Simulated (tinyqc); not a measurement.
# Transfer-length model of a contact, step by step

Program tinyqc, `OMP_NUM_THREADS=1 python tinyqc.py 2760066 2760067 out.jsonl`; Intel Xeon 2.30GHz, shared host, one thread, about 0.01 s. Printed values are rounded.

A metal contact of length d and width W on a thin layer of the same width. The metal has no resistance, the sheet resistance under it equals Rsh, and current enters the layer at the front edge x = 0.

Parameters, values chosen for the exercise:
```
symbol,value,unit,meaning
d,2.7,um,contact length
W,110,um,contact width
```

## Straight-line fit

```
gap	L (um)	R_T (ohm)
1	5.3	6.6782
2	8.4	8.1718
3	13	10.388
4	21	14.243
```

Pairs of such contacts at gaps L have R_T = Rsh L/W + 2 Rc. The values of R_T were made from Rsh and rc and are treated as data. Least squares: slope = sum (L - mean L)(R_T - mean R_T)/sum (L - mean L)^2, intercept = mean R_T - slope mean L. Rsh = slope W, Rc = intercept/2, and A = Rc/slope is half the distance from the origin to the zero of the line.

slope = 0.481834 ohm/um
intercept = 4.12438 ohm
Rsh = 53.0017 ohm/sq
Rc = 2.06219 ohm
A = 4.27987 um

## Iteration 1: transfer length

Lt at the start = 4.27987 um

A = Lt coth(d/Lt) is solved for Lt, starting from Lt = A. Newton step for Lt - A tanh(d/Lt) = 0: Lt(new) = Lt - [Lt - A tanh(d/Lt)]/[1 + A d/(Lt cosh(d/Lt))^2].

Lt after iteration 1 = 2.96260 um

## Iteration 2: transfer length

As before.

Lt after iteration 2 = 3.04021 um

## Course of the iteration

Stop when Lt changes by less than 1e-9 of itself, or after 40 iterations.

Course of the iteration:
```
iteration	Lt (um)	relative change
1	2.96260	0.308
2	3.04021	0.0262
3	3.04048	9.01e-5
4	3.04048	1.15e-9
5	3.04048	0
```

Converged in 5 iterations.

## Contact resistivity

converged Lt = 3.04048 um

rc = Rsh Lt^2. Short cuts: Rsh A^2 (long contact, Lt = A) and Rc W d (short contact, even current).

rc = 4.89976e-6 ohm cm^2
Rsh A^2 = 9.70850e-6 ohm cm^2
Rc W d = 6.12470e-6 ohm cm^2

The extracted rc is within 0.01 % of the value 4.9e-6 ohm cm^2 that made the data. The long-contact form is 98 % above the extracted value and the short-contact form 25 % above it; both can only overstate it.
